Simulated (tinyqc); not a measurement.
## Reverse leakage of an n+-p junction: diffusion, generation, trap-assisted and band-to-band tunnelling: leakage components against the trap level above the intrinsic level

One-sided abrupt junction in the depletion approximation, x from the junction (0) to W on the p side, field F = F0 (1 - x/W). Flat quasi-Fermi levels, long p side. Traps generate through SRH with both lifetimes shortened by 1 + Gamma (Hurkx enhancement, form for moderate fields); band-to-band generation is local and needs a total bending above Eg.

ni = sqrt(Nc Nv) exp(-Eg/(2 Vt)), Eg in volts; Vbi = Vt ln(Na Nd/ni^2); W = sqrt(2 eps0 eps_r (Vbi + VR)/(q Na)); F0 = 2 (Vbi + VR)/W; FG = sqrt(24 mt m0 (kB T)^3)/(q hbar); J_diff = q ni^2 sqrt(Dn/tau)(1 - exp(-VR/Vt))/Na. u = (Vbi + VR)(1 - x/W)^2, p = Na exp(-u/Vt), n = Nd exp((u - Vbi - VR)/Vt); G0 = ni^2 (1 - exp(-VR/Vt))/(tau (n + p + 2 ni cosh(Et/Vt))); Gamma = 2 sqrt(3 pi)(F/FG) exp((F/FG)^2); trap-assisted part G0 Gamma; G_bb = Ab F^2.5 exp(-Bb/F) with F in V/cm, zero unless Vbi + VR > Eg. Currents are q times the integrals over 0 to W; J_bb under 1e-8 of J is printed as 0; rows with F0/FG above 2.2, beyond the range of this Gamma, are left out.

Values chosen for this exercise; band and dielectric values those of a made-up semiconductor:

| symbol | value | unit | meaning |
|---|---|---|---|
| T | 250 | K | temperature |
| Eg | 0.867 | eV | band gap |
| eps_r | 15 |  | relative permittivity |
| Nc | 1.78e19 | cm^-3 | conduction-band density of states at T |
| Nv | 2.18e19 | cm^-3 | valence-band density of states at T |
| Na | 2.8e16 | cm^-3 | acceptor density of the lighter side |
| Nd | 1e19 | cm^-3 | donor density of the heavier side |
| tau | 3e-7 | s | SRH lifetime of both carriers at zero field |
| mt | 0.22 | m0 | tunnelling mass |
| Dn | 8.2 | cm^2/s | electron diffusion coefficient on the lighter side |
| Ab | 3.6e14 | cm^-0.5 V^-2.5 s^-1 | band-to-band prefactor |
| Bb | 1.32e7 | V/cm | band-to-band field constant |
| VR | 2.2 | V | reverse bias |

Constants: q = 1.602176634e-19 C, kB = 1.380649e-23 J/K, hbar = 1.054571817e-34 J s, m0 = 9.1093837015e-31 kg, Vt = kB T/q, eps0 = 8.8541878128e-14 F/cm where lengths are in cm. Results are converted to the units shown.

The same in every row: F0 (kV/cm) = 140; F0/FG = 0.533; J_diff (A/cm^2) = 3.86e-11; J_bb (A/cm^2) = 0.

Result of one run:
```
Et (eV)	J_SRH (A/cm^2)	J_TAT (A/cm^2)	J (A/cm^2)	largest part
0.1	5.28e-9	1.19e-8	1.72e-8	trap-assisted tunnelling
```

What becomes of these results when the trap level above the intrinsic level Et is changed from 0.1 to 0 eV, all else the same?

Result of the changed run:
```
Et (eV)	J_SRH (A/cm^2)	J_TAT (A/cm^2)	J (A/cm^2)	largest part
0	2.47e-7	5.73e-7	8.20e-7	trap-assisted tunnelling
```

The whole series:
```
Et (eV)	J_SRH (A/cm^2)	J_TAT (A/cm^2)	J (A/cm^2)	largest part
-0.3	6.73e-13	1.28e-12	4.06e-11	diffusion
-0.2	5.84e-11	1.24e-10	2.21e-10	trap-assisted tunnelling
-0.1	5.28e-9	1.19e-8	1.72e-8	trap-assisted tunnelling
0	2.47e-7	5.73e-7	8.20e-7	trap-assisted tunnelling
0.1	5.28e-9	1.19e-8	1.72e-8	trap-assisted tunnelling
0.2	5.84e-11	1.24e-10	2.21e-10	trap-assisted tunnelling
0.3	6.73e-13	1.28e-12	4.06e-11	diffusion
```

J goes from 4.06e-11 through a maximum of 8.20e-7 (at Et = 0 among the rows listed) to 4.06e-11 A/cm^2. Diffusion leads at Et = -0.3, trap-assisted tunnelling from -0.2, diffusion from 0.3 on.

Range of the model: The n+ side is degenerate, so Vbi from Boltzmann statistics is only a guide.

Computed by the program tinyqc: `OMP_NUM_THREADS=1 python tinyqc.py 2290059 2290060 out.jsonl`, one thread of a shared Intel Xeon 2.30GHz, about 0.01 s for the whole run.
